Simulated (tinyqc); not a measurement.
Short-channel transistor, virtual-source model with series resistance: effect of the temperature on the on and off currents.

The current per gate width is the charge at the top of the source barrier (the virtual source) times its velocity times a saturation function; al and be are fitting constants of the model. Units: I in uA/um, Rs in ohm um, so I Rs = 1e-6 I Rs in volts; Q in uC/cm^2, so I = 1e-4 Q vx0 Fsat with vx0 in cm/s.

Intrinsic voltages Vg' = Vgs - I Rs, Vd' = Vds - 2 I Rs. n = n0 + nd Vd', VT = VT0 - dl Vd', Ff = 1/(1 + exp((Vg' - VT + al Vt/2)/(al Vt))), Q = Cinv n Vt ln(1 + exp((Vg' - VT + al Vt Ff)/(n Vt))), Vdsat = (vx0 L/mu)(1 - Ff) + Vt Ff, Fsat = u/(1 + u^be)^(1/be) with u = Vd'/Vdsat, and I = Q vx0 Fsat per width. I is solved self-consistently. Ion is I at Vgs = Vds = 0.7 V, Ioff at Vgs = 0, Vds = 0.7 V, and Rlin = Vds/I at Vgs = 0.7 V, Vds = 0.05 V. mu, vx0, VT0, dl and n0 are held fixed.

Inputs (values chosen for the exercise):

| symbol | value | unit | meaning |
|---|---|---|---|
| Cinv | 1.3 | uF/cm^2 | inversion capacitance |
| vx0 | 1.71e7 | cm/s | velocity at the virtual source |
| mu | 510 | cm^2/(V s) | apparent mobility |
| L | 90 | nm | channel length |
| VT0 | 0.41 | V | threshold at zero drain voltage |
| dl | 0.046 | V/V | drain-induced barrier lowering |
| n0 | 1.49 |  | subthreshold factor |
| nd | 0.1 | 1/V | growth of n with drain voltage |
| al | 3.5 |  | threshold shift (in units of Vt) from weak to strong inversion |
| be | 1.4 |  | sharpness of saturation |
| Rs | 90 | ohm um | series resistance of each contact |

Constants: q = 1.602176634e-19 C, kB = 1.380649e-23 J/K, Vt = kB T/q. Results are converted to the units shown.

Effect of the temperature on the on and off currents:
```
T (K),Ion (uA/um),Ioff (nA/um),log10(Ion/Ioff),Rlin (ohm um)
200,488.0,0.4398,6.045,671.0
230,489.1,3.130,5.194,668.5
260,490.7,14.27,4.536,665.0
290,492.7,47.70,4.014,660.8
320,495.2,127.2,3.590,655.9
350,498.0,286.4,3.240,650.5
380,501.2,566.0,2.947,644.7
410,504.8,1010,2.699,638.6
```

What does the comparison show?

As T goes from 200 to 410 K, Ion rises from 488 to 505 uA/um, Ioff rises from 0.440 to 1010 nA/um and Rlin falls from 671 to 639 ohm um. Ion changes by a factor of 1.03 and Ioff by 2300. At T = 410 K the off current passes 1 uA/um, so the device is hardly off at Vgs = 0.

tinyqc, about 0.02 s, one thread, Intel Xeon 2.30GHz (shared host): `OMP_NUM_THREADS=1 python tinyqc.py 2380109 2380110 out.jsonl`
